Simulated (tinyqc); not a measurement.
Composition of the buffer: band edges of strained Si(1-x)Ge(x) on relaxed Si(1-y)Ge(y).

Values are linear in the Ge fraction but for ED(x) = linear - CD x (1 - x) and a(x) = linear - Ca x (1 - x). Energies are on the common scale of Ev.

Coherent growth on a (001) face: e_par = (a(y) - a(x))/a(x), e_perp = -2 (C12/C11) e_par; exx = eyy = e_par, ezz = e_perp, no shear.

A valley with unit axis u lies at Ev + gap + (av + a_valley) tr(e) + Xu (u.e.u - tr(e)/3); the Delta axes are x, y, z and the L axes [111], [1-1-1], [-11-1], [-1-11]. The second-order shift of the Delta valleys under shear is left out; it lowers the pair normal to the sheared plane by tens of meV at a shear of 1 %.

Valence edges: Ev plus the levels of the 6 x 6 matrix of X, Y, Z times spin with -Dso/3 + l exx + m (eyy + ezz) on the diagonal (cyclic), n exy off it, l = av + 2 b, m = av - b, n = sqrt(3) d. Spin-orbit term (Dso/3) L.sigma on X, Y, Z with (L_k)_ij = -i epsilon_kij: <X+|H|Y+> = -i Dso/3, <X+|H|Z-> = Dso/3, <Y+|H|Z-> = -i Dso/3, <Z+|H|X-> = -Dso/3, <Z+|H|Y-> = i Dso/3, <X-|H|Y-> = i Dso/3, and their conjugates; + and - are the spin along z.

Inputs chosen for the exercise (end members near Si and Ge, in this order; the results hold for these values, not for the real material):
- a = (5.43, 5.655) angstrom (lattice constant)
- Dso = (0.044, 0.29) eV (spin-orbit splitting)
- av = (2.49, 1.24) eV (valence hydrostatic potential)
- b = (-2.1, -2.51) eV (tetragonal shear potential)
- d = (-4.86, -5.37) eV (trigonal shear potential)
- C11 = (166.1, 126.6) GPa
- C12 = (64.3, 47.6) GPa
- C44 = (79.3, 67.2) GPa
- Ev = (0, 0.62) eV (top of the unstrained valence band)
- ED = (1.153, 0.919) eV (gap to the Delta valleys)
- EL = (1.994, 0.73) eV (gap to the L valleys)
- aD = (1.59, 1.22) eV (hydrostatic potential of the Delta gap)
- aL = (-3.3, -2.57) eV (hydrostatic potential of the L gap)
- XuD = (9.23, 9.73) eV (uniaxial potential, Delta)
- XuL = (16.47, 15.33) eV (uniaxial potential, L)
- CD = 0.226 eV (bowing of the Delta gap)
- Ca = 0 angstrom (bowing of the lattice constant)
- face = 001 (growth face)
- x = 0.17 (Ge fraction of the layer)

The layer is kept. dEc = Ec(buffer) - Ec(layer), dEv = Ev(layer) - Ev(buffer); buffer edges Ev(y) and Ev(y) + min(ED, EL). The digit behind Delta or L counts whole valleys.

Results:

| y | e_par (%) | lowest valleys | gap (eV) | next valleys above (meV) | valence splitting (meV) | dEc (eV) | dEv (eV) |
|---|---|---|---|---|---|---|---|
| 0.00 | -0.70 | Delta4 | 1.003 | 115 | 35 | 0.037 | 0.113 |
| 0.10 | -0.29 | Delta4 | 1.049 | 48 | 19 | 0.014 | 0.046 |
| 0.21 | 0.16 | Delta2 | 1.059 | 27 | 14 | 0.020 | -0.013 |
| 0.31 | 0.58 | Delta2 | 0.998 | 95 | 53 | 0.074 | -0.040 |
| 0.41 | 0.99 | Delta2 | 0.933 | 163 | 96 | 0.132 | -0.063 |
| 0.51 | 1.40 | Delta2 | 0.867 | 231 | 141 | 0.195 | -0.084 |
| 0.62 | 1.85 | Delta2 | 0.792 | 305 | 191 | 0.269 | -0.107 |
| 0.72 | 2.26 | Delta2 | 0.724 | 373 | 238 | 0.342 | -0.127 |

What can be read from this table?

The gap is 1.003 eV in the first row and 0.724 eV in the last, with its largest listed value, 1.059 eV, at y = 0.21: it peaks near the match y = x, since strain of either sign narrows it. The lowest valleys change: Delta4 to Delta2 between y = 0.10 and 0.21. Per 0.1 of y the valence offset moves by -33 meV on average; the conduction offset lies between +14 and +342 meV, not monotonically. Both carriers sit on one side for y = 0.00 and 0.10, and on opposite sides elsewhere. Offsets below about 30 meV are within the spread of parameter sets, so those rows do not settle the type. Strains above 2 % can be kept only in layers of a few nanometres.

tinyqc: `OMP_NUM_THREADS=1 python tinyqc.py 1050937 1050938 out.jsonl`; about 0.01 s, one thread, shared Intel(R) Xeon(R) Processor @ 2.30GHz.
